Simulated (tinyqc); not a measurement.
## Layer from its matrix

Question. For (psi, psi'/m) a flat barrier below its edge has M = [[cosh Kd, (m/K) sinh Kd], [(K/m) sinh Kd, cosh Kd]], K = sqrt(m (U - E)/C), C = hbar^2/(2 m0). Its width is d = 1.8 nm. Find K, m and U.

Parameters, values chosen for the exercise:
- E = 0.17 eV (electron energy)

Constants: q = 1.602176634e-19 C, hbar = 1.054571817e-34 J s, m0 = 9.1093837015e-31 kg, hbar^2/(2 m0) = 0.0380998212 eV nm^2. Results are converted to the units shown.

M of the layer (M12 in nm, M21 in 1/nm):
```
	1	2
1	3.7724729	0.29095373
2	45.476481	3.7724729
```

Answer. K = arcosh(M11)/d, m/K = sqrt(M12/M21), and U = E + C K^2/m.

K = 1.113 1/nm
m = 0.08900 m0
U = 0.7000 eV

Numbers from tinyqc (`OMP_NUM_THREADS=1 python tinyqc.py 2560135 2560136 out.jsonl`; about 0.01 s on one thread of a shared Intel Xeon 2.30GHz).
